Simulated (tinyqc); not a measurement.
Geometry optimisation on the UHF/sto-6g surface (energies and gradients from PySCF), for BeH, spin multiplicity 2, step by step. Computed by tinyqc, a small Python program that keeps every step (integrals from PySCF). Settings: charge = 0, multiplicity = 2, basis = sto-6g, optimiser = sd, first Hessian = 0.15, largest step = 0.5, iteration cap = 30. Command: `OMP_NUM_THREADS=1 python tinyqc.py 28072 28073 out.jsonl` (the two numbers bound the seeds that draw the settings). One thread of a shared host (Intel(R) Xeon(R) Processor @ 2.60GHz), about 3 s of CPU time with the checks.

positions at the start (bohr):
```
            x         y         z
1Be  0.000000  0.000000  0.000000
2H   0.000000  0.000000  2.753331
```

Stop when the largest gradient component is below 3e-5 hartree/bohr.

Course of the optimisation:
```
step   E (hartree)  largest gradient (hartree/bohr)
1     -15.08609275                         5.21e-02
2     -15.07244897                         1.33e-01
3     -15.08543087                         5.36e-02
4     -15.07244897                         1.33e-01
5     -15.08543087                         5.36e-02
6     -15.07244897                         1.33e-01
7     -15.08543087                         5.36e-02
8     -15.07244897                         1.33e-01
9     -15.08543087                         5.36e-02
10    -15.07244897                         1.33e-01
11    -15.08543087                         5.36e-02
12    -15.07244897                         1.33e-01
13    -15.08543087                         5.36e-02
14    -15.07244897                         1.33e-01
15    -15.08543087                         5.36e-02
16    -15.07244897                         1.33e-01
17    -15.08543087                         5.36e-02
18    -15.07244897                         1.33e-01
19    -15.08543087                         5.36e-02
20    -15.07244897                         1.33e-01
21    -15.08543087                         5.36e-02
22    -15.07244897                         1.33e-01
23    -15.08543087                         5.36e-02
24    -15.07244897                         1.33e-01
25    -15.08543087                         5.36e-02
26    -15.07244897                         1.33e-01
27    -15.08543087                         5.36e-02
28    -15.07244897                         1.33e-01
29    -15.08543087                         5.36e-02
30    -15.07244897                         1.33e-01
```

Can the last value be used, and what does the course show?

Not by the stop rule. Not converged within 30 steps: the energy rises at some steps, so steps overshoot. Reruns: method bfgs, first Hessian 0.6, largest step 0.3: converged in 6 (E = -15.09490).
